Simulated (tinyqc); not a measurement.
# Gap voltage and exponent from three temperatures

Question. At constant current VBE(T) = Vg0 - a T - eta (kB T/q) ln T, where a is a constant. Find Vg0, eta and dVBE/dT at the middle temperature.

Constants: q = 1.602176634e-19 C, kB = 1.380649e-23 J/K. Results are converted to the units shown.

T (K): 233  330  390
VBE at a constant current (V): 0.9210627626  0.7732578006  0.6766657080

Solution. The relation is linear in Vg0, a and eta, so three points give a linear system; the slope is (VBE - Vg0 - eta kB T/q)/T. eta rests on the curvature of VBE(T) alone, so real fits need accuracy of some tens of microvolts or better.

Vg0 = 1.181 V
eta = 4.000
dVBE/dT = -1.580 mV/K

Program tinyqc, `OMP_NUM_THREADS=1 python tinyqc.py 2062205 2062206 out.jsonl`; Intel Xeon 2.30GHz, shared host, one thread, about 0.02 s.
